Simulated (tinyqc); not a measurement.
# Gain factor and gap resistance from two string resistances

Inverse problem. At small bit-line voltage each of the 48 cells has the resistance 1/(K x) at overdrive x (no mobility reduction) in series with a gap resistance Rg. Find K, Rg and the share of the gaps at the higher overdrive.

resistance of a string of 48 equal cells at overdrives of 4.2 and 8.2 V (kohm): [1487.7347, 799.47389]

Solution. The resistance per cell is a straight line in 1/x with slope 1/K and intercept Rg.

K = 8.100 uA/V^2
Rg = 1.600 kohm
share of the gaps = 9.606 %

Computed by the program tinyqc: `OMP_NUM_THREADS=1 python tinyqc.py 2142133 2142134 out.jsonl`, one thread of a shared Intel Xeon 2.30GHz, about 0.3 s for the whole run.
